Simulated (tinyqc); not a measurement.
Global model of a low-pressure process discharge: electron temperature, density, ion flux and ion energy: one step, computed by the program tinyqc.

Maxwellian electrons with temperature T_e in eV, one positive ion, no negative ions, uniform bulk density n; rate constants have the Arrhenius form.

Task: Energy per pair and density. E_c = E_iz + (X0 exp(-E_ex/T_e) E_ex + K_el (3 m_0/M) T_e)/K_iz; wall potential V_s = (T_e/2) ln(M/(2 pi m_0)); E_T = E_c + 2 T_e + T_e/2 + V_s; n = P/(e u_B A_eff E_T); ion current density J = e h_L n u_B; ionised share n/n_g.

Inputs (values chosen for the exercise, of the order of those of an inductive discharge in a simple atomic gas):
```
quantity                      value   unit
ion mass M                     35.5      u
ionisation energy E_iz         12.7     eV
excitation prefactor X0     1.3e-14  m^3/s
excitation energy E_ex         9.69     eV
elastic rate constant K_el  7.3e-14  m^3/s
gas temperature T_g             400      K
radius R                         21     cm
height L                         14     cm
absorbed power P                240      W
```

T_e = 1.650791 eV

K_iz = 1.276462e-17 m^3/s

Bohm velocity u_B = 2118.178 m/s

A_eff = 529.1256 cm^2

h_L = 0.1397740

gas density n_g = 4.526857e+20 1/m^3

Constants: m_0 = 9.1093837015e-31 kg; u = 1.6605390666e-27 kg; e = 1.602176634e-19 C.

Give: collisional loss per pair E_c; wall potential V_s; E_T; plasma density n; ion current density J; ionised share.

Result:

collisional loss per pair E_c = 41.00 eV

wall potential V_s = 7.627 V

E_T = 52.75 eV

plasma density n = 2.534e+11 1/cm^3

ion current density J = 1.202 mA/cm^2

ionised share = 5.597e-04

Collisions take 78 % of the power and the walls the rest. T_e came from the particle balance alone; the power sets only n. Caution: at so short an ion path the formulas for h_L and h_R give way to the ambipolar-diffusion limit.
